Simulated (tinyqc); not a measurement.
Long-channel MOSFET, surface-potential model: two steps of the calculation.

n-channel transistor on a uniformly doped p-type body, gradual-channel approximation, constant mobility, Boltzmann statistics, full ionisation. Potentials are counted from the neutral body; V is the electron quasi-Fermi potential, Vsb at the source and Vsb + Vds at the drain. Charges are magnitudes per area.

Parameters, values chosen for the exercise; material values close to those of gallium arsenide:
- T = 400 K (temperature)
- Vfb = -1.28 V (flat-band voltage)
- Vsb = 0.5 V (source-body reverse bias)
- Vgs = 1.24 V (gate-source voltage)

Constants: q = 1.602176634e-19 C, kB = 1.380649e-23 J/K, Vt = kB T/q. Results are converted to the units shown.

Problem 1. Surface potential at the source by Newton steps. With V = Vsb: G = psi - Vt + Vt e, e = exp((psi - 2 phiF - Vsb)/Vt); f = Vgs + Vsb - Vfb - psi - gamma sqrt(G); f' = -1 - gamma (1 + e)/(2 sqrt(G)); psi(new) = psi - f/f'.

psi at the start (the smaller of 2 phiF + Vsb + 4 Vt and the root without inversion charge) = 1.6962200 V
phiF = 0.52917122 V
gamma = 0.071583398 V^0.5

Wanted: G; f; f'; psi after iteration 1.

Solution 1.

G = 3.5437 V
f = 1.1890 V
f' = -2.0571
psi after iteration 1 = 2.2742 V

Problem 2. Inversion charge along the channel. The surface potential psi at channel potential V solves Vgs + Vsb - Vfb - psi = gamma sqrt(G), G = psi - Vt + Vt exp((psi - 2 phiF - V)/Vt). Charge sheet: Qi = Cox gamma [sqrt(G) - sqrt(psi - Vt)]. Pao-Sah: Qi = (Cox gamma/2) integral from 3 Vt to psi of exp((u - 2 phiF - V)/Vt)/sqrt(G(u, V)) du.

```
point,V (V)
0,0.5
1,0.525
2,0.55
3,0.575
4,0.6
5,0.625
6,0.65
7,0.675
8,0.7
```

phiF = 0.52917122 V
Cox = 0.99609613 uF/cm^2
gamma = 0.071583398 V^0.5

Give: psi; Qi, charge sheet; Qi, Pao-Sah.

Solution 2.

```
point,psi (V),"Qi, charge sheet (nC/cm^2)","Qi, Pao-Sah (nC/cm^2)"
0,1.866,1053,1057
1,1.889,1029,1033
2,1.913,1005,1008
3,1.936,981.0,984.3
4,1.960,957.0,960.3
5,1.983,933.0,936.2
6,2.007,909.1,912.3
7,2.030,885.3,888.3
8,2.053,861.4,864.4
```

At the source the charge-sheet charge is 0.34 % below the Pao-Sah one.

Numbers from tinyqc (`OMP_NUM_THREADS=1 python tinyqc.py 2360024 2360025 out.jsonl`; about 0.04 s on one thread of a shared Intel Xeon 2.30GHz).
